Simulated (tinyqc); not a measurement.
# Resistance of a tapered via with liner, size effect and interface: several studies

A round via whose diameter grows from db at the bottom as D(z) = db + 2 z/tan(ang). The fill, of diameter D - 2 tl, starts above the bottom liner (thickness fb tl) and has rho = rho0 (1 + ks lam/(D - 2 tl)); the sidewall liner conducts in parallel with it. The bottom liner and the interface are crossed over the full area pi db^2/4. Spreading in the lines above and below is left out.

Parameters, values chosen for the exercise; fill metal close to copper:
```
symbol,value,unit,meaning
db,25,nm,diameter at the bottom
hv,87,nm,height
ang,87,degrees,sidewall angle
rho0,1.72,uohm cm,bulk resistivity of the fill
lam,40.9,nm,mean free path of the fill
ks,1,,size-effect factor
tl,2,nm,liner on the sidewall
fb,1,,liner at the bottom over that on the sidewall
rl,310,uohm cm,resistivity of the liner
ri,6.7e-13,ohm cm^2,interface resistivity at the bottom
Sb,1.1e15,S/m^2,"ballistic conductance per area, about 3/(4 rho0 lam)"
rho2,5.26,uohm cm,bulk resistivity of the second fill (close to tungsten)
lam2,15.6,nm,its mean free path
tl2,3.7,nm,its liner
```

Each table varies one quantity; the others keep the values above.

## Via resistance against the diameter at the bottom

Slices between z0 = fb tl and hv, evaluated at their midpoints: conductance per length pi/4 [(D - 2 tl)^2/rho + (D^2 - (D - 2 tl)^2)/rl], slice resistance = slice height over that. 2000 slices. R_fill = sum of the slices; R_bottom = rl fb tl/(pi db^2/4); R_interface = ri/(pi db^2/4); ballistic (Sharvin) limit 1/(Sb pi (db - 2 tl)^2/4); ideal cylinder rho0 hv/(pi db^2/4).

Results:
columns A: db (nm); B: R_fill (ohm); C: R_bottom (ohm); D: R_interface (ohm); E: R (ohm); F: ballistic limit (ohm); G: R over ideal cylinder; H: largest part
```
A          B       C         D       E        F       G             H
6     695.69  219.28    2.3696  917.34   289.37  17.333          fill
8.3   202.13  114.59    1.2383  317.95   62.601  11.496          fill
11    79.335  65.240   0.70502  145.28   23.622  9.2264          fill
16    25.978  30.836   0.33323  57.148   8.0381  7.6786  bottom liner
22    10.775  16.310   0.17625  27.261   3.5725  6.9252  bottom liner
30    4.7600  8.7712  0.094786  13.626   1.7123  6.4365  bottom liner
42    2.0316  4.4751  0.048360  6.5551  0.80159  6.0690  bottom liner
80   0.43254  1.2335  0.013329  1.6793  0.20040  5.6410  bottom liner
```

Estimate the missing row, db = 58 nm.

Computed row:
columns A: db (nm); B: R_fill (ohm); C: R_bottom (ohm); D: R_interface (ohm); E: R (ohm); F: ballistic limit (ohm); G: R over ideal cylinder; H: largest part
```
A         B       C         D       E        F       G             H
58  0.92428  2.3466  0.025359  3.2963  0.39694  5.8200  bottom liner
```

With this row back in the table: R falls from 917 to 1.68 ohm. The fill is the largest part at db = 6, the bottom liner from 16 on. R goes as db^(-3.27) between the first two rows and db^(-2.10) between the last two; area alone gives -2.

## Via resistance against the height

Same model as above.

2000 slices.

The same in every row: R_bottom (ohm) = 12.631; R_interface (ohm) = 0.13649; ballistic limit (ohm) = 2.6247.

Results:
```
hv (nm)  R_fill (ohm)  R (ohm)  R over ideal cylinder  largest part
15             1.6960   14.463                 27.518  bottom liner
22             2.5024   15.269                 19.808  bottom liner
31             3.4461   16.213                 14.926  bottom liner
46             4.8217   17.589                 10.912  bottom liner
66             6.3486   19.116                 8.2658  bottom liner
140            10.087   22.854                 4.6589  bottom liner
200            11.892   24.659                 3.5187  bottom liner
```

Estimate the missing row, hv = 95 nm.

Computed row:
```
hv (nm)  R_fill (ohm)  R (ohm)  R over ideal cylinder  largest part
95             8.1004   20.867                 6.2688  bottom liner
```

With this row back in the table: R rises from 14.5 to 24.7 ohm. The bottom liner is the largest part at hv = 15 and in all other rows. The share of the two bottom terms goes from 88.3 to 51.8 %. For hv = 15, 22, 31, 46 the ballistic limit exceeds half of R_fill, so the diffusive model understates R.

## Two fill metals against the diameter

2000 slices. R_fill = sum of the slices; R_bottom = rl fb tl/(pi db^2/4); R_interface = ri/(pi db^2/4). The second fill has rho2, lam2 and tl2 in place of rho0, lam and tl.

Results:
```
db (nm)  R, first fill (ohm)  R, second fill (ohm)  ratio second/first
12                    115.99                317.33              2.7357
24                    22.391                47.436              2.1186
35                    9.7231                19.980              2.0549
49                    4.7134                9.5996              2.0367
70                    2.2196                4.5126              2.0331
100                   1.0568                2.1513              2.0358
```

Estimate the missing row, db = 17 nm.

Computed row:
```
db (nm)  R, first fill (ohm)  R, second fill (ohm)  ratio second/first
17                    49.495                112.85              2.2801
```

With this row back in the table: The ratio goes from 2.74 to 2.04. The first fill gives the lower R in every row.

Computed by the program tinyqc: `OMP_NUM_THREADS=1 python tinyqc.py 2750055 2750056 out.jsonl`, one thread of a shared Intel Xeon 2.30GHz, about 0.01 s for the whole run.
